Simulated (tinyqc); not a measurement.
Comparisons within one model: polar nitride quantum well with polarisation fields. A value that a table varies takes the place of the one given here.

Growth along [0001]. e_par = (a_sub - a)/a, Ppz = 2 e_par (e31 - e33 C13/C33), P = Psp + Ppz in each layer; strain relaxation and the strain shift of the gaps are left out, although thick layers with more than about 1 % mismatch would relax.

In a periodic stack without free charge the potential drop over a period vanishes: F_w = (P_b - P_w) Lb/(eps0 (eps_w Lb + eps_b Lw)), F_b = -F_w Lw/Lb, eps0 = 8.8541878e-12 F/m; 1 MV/cm = 1e8 V/m = 0.01 V/angstrom.

Envelope functions on cells of 0.25 angstrom over barrier, well, barrier (widths Lb, Lw, Lb), psi = 0 beyond, psi'/m continuous (mean mass between points), c = hbar^2/2m0. With u(z) the integral of e F (F_w in the well, F_b = -F_w Lw/Lb in the barriers, 1 MV/cm = 0.01 V/angstrom), zero at the centre of the well, the electron sees u plus Vc in the barriers and the hole -u plus Vv. The transition is Eg + E_e + E_h; excitons are left out.

Constants: hbar^2/2m0 = 3.80998211 eV angstrom^2; hc = 1239.841984 eV nm.

Inputs chosen for the exercise (near those of an InGaN well in GaN; not measured data): a_w = 3.285 angstrom (lattice constant a, well); a_b = 3.189 angstrom (lattice constant a, barrier); a_sub = 3.189 angstrom (in-plane lattice constant of the stack); Psp_w = -0.0299 C/m^2 (spontaneous polarisation); Psp_b = -0.0341 C/m^2 (spontaneous polarisation); e31_w = -0.35 C/m^2; e31_b = -0.323 C/m^2; e33_w = 0.705 C/m^2; e33_b = 0.654 C/m^2; C_w = 0.286 (C13/C33); C_b = 0.259 (C13/C33); eps_w = 11.5 (dielectric constant); eps_b = 10.3 (dielectric constant); Lb = 110 angstrom (barrier width); Eg = 2.422 eV (gap of the well); Vc = 0.693 eV (conduction offset); Vv = 0.326 eV (valence offset); me = 0.165 m0 (electron, well); meb = 0.2 m0 (electron, barrier); mh = 1.44 m0 (hole, everywhere); Ls = (12, 18, 24, 30, 36, 45) angstrom (well widths); Lw = 18 angstrom (well width).

## Width of the well

Field, levels and overlap anew for each width.

Results:
```
Lw (angstrom)  F_w (MV/cm)  E (eV)  E without field (eV)  overlap^2  ln overlap^2
12                  -3.260  2.7767                2.8503      0.628         -0.47
18                  -3.121  2.5500                2.7015      0.371         -0.99
24                  -2.994  2.3678                2.6174      0.160         -1.83
30                  -2.876  2.2082                2.5659     0.0532         -2.93
36                  -2.768  2.0626                2.5323     0.0141         -4.26
45                  -2.619  1.8636                2.5003    0.00137         -6.59
```

What can be read from the table?

The red shift grows from 74 to 637 meV. The line drops below Eg between 18 and 24 angstrom, which a square well can never do. Over the last two rows dE/dLw = -22.1 meV per angstrom, against -|e F_w| = -26.2 in the last row; the field itself weakens by 20 % over the table, since a wider well shares the drop with the barrier. The overlap falls by a factor 456.

## Screening the field

F_w = -3.1214 MV/cm

Carriers or a semipolar orientation reduce the field; here it is simply scaled in well and barrier.

Results:
```
share of the field  F_w (MV/cm)  E (eV)     nm  overlap^2  separation (angstrom)
1.0                      -3.121  2.5500  486.2       0.37                    9.6
0.8                      -2.497  2.5989  477.1       0.48                    8.2
0.6                      -1.873  2.6404  469.6       0.61                    6.7
0.4                      -1.249  2.6728  463.9       0.76                    4.8
0.2                      -0.624  2.6940  460.2       0.88                    2.6
0.0                       0.000  2.7015  459.0       0.94                    0.0
```

What does this show?

Full screening shifts the line by -27.3 nm (+151 meV). The first fifth of the screening gives 49 meV and the last fifth 7 meV; a purely quadratic shift would give a ratio of 9, a linear one 1, and here it is 6.6.

## What each parameter does

Polarisation, field, levels and overlap anew. Each row changes one parameter from the base and keeps the others.

Results:
```
case                    F_w (MV/cm)  E (eV)  overlap^2  red shift (meV)
base                         -3.121  2.5500       0.37              151
Lw = 14 angstrom             -3.213  2.6938       0.55               96
Lb = 95 angstrom             -3.060  2.5559       0.38              146
a_sub = 3.179 angstrom       -3.145  2.5481       0.37              153
Psp_b = -0.0375 C/m^2        -3.413  2.5250       0.33              176
e33_w = 0.775 C/m^2          -3.222  2.5415       0.36              160
eps_w = 12.7                 -2.861  2.5712       0.41              130
mh = 1.01 m0                 -3.121  2.5701       0.41              145
Vc = 0.589 eV                -3.121  2.5262       0.34              158
```

What can be read from the table?

The largest shifts from the base row, up to three for each result and ties (the steps differ in size, so this ranks the rows, not the parameters). F_w (MV/cm): Psp_b -0.291, eps_w +0.260, e33_w -0.100; unchanged at the printed digits by mh and Vc. E (eV): Lw +0.1438, Psp_b -0.0250, Vc -0.0238. overlap^2: Lw +0.178, Psp_b -0.0432, eps_w +0.0428; unchanged at the printed digits by a_sub. red shift (meV): Lw -55, Psp_b +25, eps_w -21.

Run: tinyqc, `OMP_NUM_THREADS=1 python tinyqc.py 1252545 1252546 out.jsonl`; Intel(R) Xeon(R) Processor @ 2.30GHz, one thread, shared host; about 0.08 s of CPU time with all checks.
